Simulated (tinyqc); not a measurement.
Choosing the offset: vacuum evaporation: vapour pressure, source flux, thickness distribution, purity and step coverage. Computed by tinyqc, a small Python program. Command: `OMP_NUM_THREADS=1 python tinyqc.py 3111577 3111578 out.jsonl evap walk`. One thread of a shared host (Intel(R) Xeon(R) Processor @ 2.30GHz), about 0.01 s of CPU time with the checks.

Molecular flow, unit sticking of the metal, no re-evaporation. The background gas is taken as water vapour (18.015 g/mol, collision diameter 0.37 nm) at 300 K.

Inputs (values chosen for the exercise, modelled on indium, with constants for the liquid): directionality n = 1; source-to-wafer distance h = 38 cm; wafer radius R = 10 cm.

Method. Rotating wafer, source offset by s and facing upwards: thickness at radius r is the mean over the angle a of (1 + (r^2 + s^2 - 2 r s cos a)/h^2)^(-(n + 3)/2), by 360 equal steps; non-uniformity (max - min)/(max + min) over 21 radii from 0 to R. The curvature at the centre vanishes at s/h = sqrt(2/(n + 3)).

Against the offset:
```
s/h  centre thickness  edge over centre  non-uniformity (%)
0.0            1.0000            0.8747              6.6860
0.2            0.9246            0.8910              5.7617
0.4            0.7432            0.9312              3.5643
0.5            0.6400            0.9541              2.3464
0.6            0.5407            0.9760              1.2129
0.7            0.4504            0.9953              0.2345
0.8            0.3718            1.0112              0.5591
0.9            0.3052            1.0236              1.1684
1.1            0.2047            1.0391              1.9164
```

What does the comparison show, and why?

The best row, s/h = 0.7, has 0.23 % against 6.7 % on the axis, at the price of a rate lower by a factor 2.22; the small-wafer optimum is sqrt(2/(n + 3)) = 0.71.

Extremes, crossings and ranges named in words are read from the listed rows.
